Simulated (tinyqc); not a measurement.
Inside a calculation. Method: Hubbard ring of 3 sites. Computed by tinyqc, a small Python program that keeps every step. Settings: hopping = 0.63, U = 10.6, mixing = 1, iteration cap = 61. Command: `OMP_NUM_THREADS=1 python tinyqc.py 30019 30020 out.jsonl` (the two numbers bound the seeds that draw the settings). One thread of a shared host (Intel(R) Xeon(R) Processor @ 2.60GHz), about 0.2 s of CPU time with the checks.

one-body matrix (hopping and site energies) (eV), order 1, 2, 3:
```
[[-0.010000, -0.630000, -0.630000],
 [-0.630000, -0.520000, -0.630000],
 [-0.630000, -0.630000, 0.260000]]
```

U = 10.600000 eV

electrons, up and down: [2, 1]

n(up) at the start (a guess, not normalised): [0.967000, 0.367000, 0.967000]

n(down) at the start (a guess): [0.033000, 0.633000, 0.033000]

Each step fills the lowest levels of T + U n(other spin) and sets n(new) = n + mixing (n(out) - n); stop when output and input agree to 1e-8.

Course of the cycle:
```
iteration       E (eV)  largest |n(out) - n(in)|  mean |n_up - n_down|
1          -0.36306173                  3.49e-01              0.975247
2          -0.41948742                  1.13e-02              0.990246
3          -0.41953203                  2.43e-04              0.990569
4          -0.41953205                  5.12e-06              0.990576
5          -0.41953205                  1.07e-07              0.990576
6          -0.41953205                  2.25e-09              0.990576
```

Can the last value be used, and what does the course show?

No, though the log alone does not show it. Converged in 6 iterations. But random starts reach -0.42134 eV, so this is another stationary point, not the lowest one. Reruns (cap 100 unless said): mixing 0.2: converged in 81 to a higher stationary point (E = -0.41953); mixing 0.5: converged in 27 to a higher stationary point (E = -0.41953); mixing 0.9: converged in 10 to a higher stationary point (E = -0.41953). Before convergence this energy mixes input and output and is not variational, so it may rise towards its limit.
